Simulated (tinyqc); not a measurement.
What each input does: propagation of a band-gap error through k.p and effective-mass formulas.

Chain, for a gap E (the reference Eg or another value), with Ep and Dso kept: 1/me = 1 + Ep (E + 2 Dso/3)/(E (E + Dso)); g* = 2 - 2 Ep Dso/(3 E (E + Dso)); g1(E) = g1 + (Ep/3)(1/E - 1/Eg), g2(E) = g2 + (Ep/6)(1/E - 1/Eg), light hole 1/(g1 + 2 g2), heavy hole 1/(g1 - 2 g2) along [100]; optical constant ei(E) = 1 + (ei - 1)(EP/(EP + E - Eg))^2, static e0(E) = ei(E) + e0 - ei.

Donor: R = Ry me/e0^2, a_B = a0 e0/me, Mott density (0.26/a_B)^3. Nc, Nv = 2 (m kT/(4 pi c))^(3/2), c = hbar^2/2m0, ni = sqrt(Nc Nv) exp(-E/2kT). Exciton: Ry mu/e0^2 with 1/mu = 1/me + g1(E). 1 angstrom^-3 = 1e24 cm^-3.

Constants: Ry = 13.60569312 eV; a0 (Bohr radius) = 0.5291772105 angstrom; kB = 8.617333262e-05 eV/K; hbar^2/2m0 = 3.80998211 eV angstrom^2.

Parameters, chosen for this exercise (reference values near those of GaAs, gap at low temperature; the results hold for these values, not for the real material):
- Eg = 1.499 eV (gap at Gamma to the s-like level)
- Dso = 0.345 eV (spin-orbit splitting)
- Ep = 25.9 eV (Kane energy)
- g1 = 7 (Luttinger gamma1)
- g2 = 2.06 (gamma2)
- e0 = 13.1 (static dielectric constant)
- ei = 10.94 (optical dielectric constant)
- EP = 5.1 eV (mean (Penn) gap)
- mh = 0.5 m0 (density-of-states mass of the holes)
- T = 300 K (temperature)
- Eg2 = 3.777 eV (a wrong gap, of the size a hybrid with far too much exact exchange can give)

All at E = Eg2.

Results for these values:
```
case  me (m0)  light hole (m0)    e0  donor (meV)  exciton (meV)  log10 ni
base   0.1304           0.2397  7.91       28.370         19.431   -13.215
```

What happens to each result for ei = 10.065, all else kept?

Answer: me does not change at the printed digits; light hole does not change at the printed digits; e0 rises from 7.91 to 8.37; donor falls from 28.370 to 25.356; exciton falls from 19.431 to 17.367; log10 ni does not change at the printed digits.

The same for each parameter in turn:
```
case            me (m0)  light hole (m0)    e0  donor (meV)  exciton (meV)  log10 ni
base             0.1304           0.2397  7.91       28.370         19.431   -13.215
Eg2 = 4.079 eV   0.1392           0.2608  7.54       33.281         22.682   -15.731
Dso = 0.373 eV   0.1307           0.2397  7.91       28.422         19.456   -13.214
Ep = 23.828 eV   0.1402           0.2115  7.91       30.491         19.885   -13.192
g1 = 6.44        0.1304           0.2768  7.91       28.370         20.455   -13.215
EP = 5.508 eV    0.1304           0.2397  8.13       26.822         18.371   -13.215
ei = 10.065      0.1304           0.2397  8.37       25.356         17.367   -13.215
mh = 0.46 m0     0.1304           0.2397  7.91       28.370         19.431   -13.242
T = 324 K        0.1304           0.2397  7.91       28.370         19.431   -10.815
```

Computed by tinyqc, a small Python program: `OMP_NUM_THREADS=1 python tinyqc.py 1850506 1850507 out.jsonl` (the numbers bound the seed that draws the inputs); one thread of a shared host (Intel(R) Xeon(R) Processor @ 2.30GHz), about 0.01 s for the whole set of steps.
